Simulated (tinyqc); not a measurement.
Layer from its matrix.

Problem. For (psi, psi'/m) a flat barrier below its edge has M = [[cosh Kd, (m/K) sinh Kd], [(K/m) sinh Kd, cosh Kd]], K = sqrt(m (U - E)/C), C = hbar^2/(2 m0). Its width is d = 3.9 nm. Find K, m and U.

Inputs (values chosen for the exercise):
```
symbol  value  unit          meaning
E       0.128    eV  electron energy
```

Constants: q = 1.602176634e-19 C, hbar = 1.054571817e-34 J s, m0 = 9.1093837015e-31 kg, hbar^2/(2 m0) = 0.0380998212 eV nm^2. Results are converted to the units shown.

M of the layer (M12 in nm, M21 in 1/nm):

|  | 1 | 2 |
|---|---|---|
| 1 | 3.4277794 | 0.54424264 |
| 2 | 19.751616 | 3.4277794 |

Solution. K = arcosh(M11)/d, m/K = sqrt(M12/M21), and U = E + C K^2/m.

K = 0.488 1/nm
m = 0.0810 m0
U = 0.240 eV

Numbers from tinyqc (`OMP_NUM_THREADS=1 python tinyqc.py 2560043 2560044 out.jsonl`; about 0.01 s on one thread of a shared Intel Xeon 2.30GHz).
